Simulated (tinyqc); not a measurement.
Coherent transport through a tight-binding region between two chains, step by step. One step of it, computed by the program tinyqc.

Problem. Transmission at E = 0.66 eV. Surface Green function g = (E - i sqrt(4 t^2 - E^2)) / (2 t^2); self-energy tc^2 g on each contact site; G = (E - H - Sigma)^(-1); Gamma = -2 Im Sigma; T = Gamma_L Gamma_R |G_LR|^2; local density of states -Im G_ii / pi.

H of the central region (eV):
```
[[-0.980000, -0.910000, 0.000000, 0.000000],
 [-0.910000, -0.130000, -0.960000, 0.000000],
 [0.000000, -0.960000, 0.080000, -0.710000],
 [0.000000, 0.000000, -0.710000, -0.330000]]
```

Leads: semi-infinite chains with site energy 0:
```
parameter                           value
lead hopping t (eV)              1.280000
coupling to the left lead (eV)   1.440000
coupling to the right lead (eV)  0.540000
left contact site                       1
right contact site                      4
```

E = 0.660000 eV

Give: g; G; local density of states; transmission.

Solution.

g = 0.2014-0.7548i 1/eV

G (1/eV):
```
[[0.2852-0.3777i, 0.0662+0.0169i, -0.3248+0.3442i, 0.1758-0.3039i],
 [0.0662+0.0169i, -0.0600-0.1365i, 1.0282+0.0964i, -0.7589+0.1059i],
 [-0.3248+0.3442i, 1.0282+0.0964i, -0.5383-0.4055i, 0.4579+0.2010i],
 [0.1758-0.3039i, -0.7589+0.1059i, 0.4579+0.2010i, 0.6521-0.3073i]]
```

local density of states (1/eV): [0.1202, 0.0435, 0.1291, 0.0978]

transmission = 0.1699
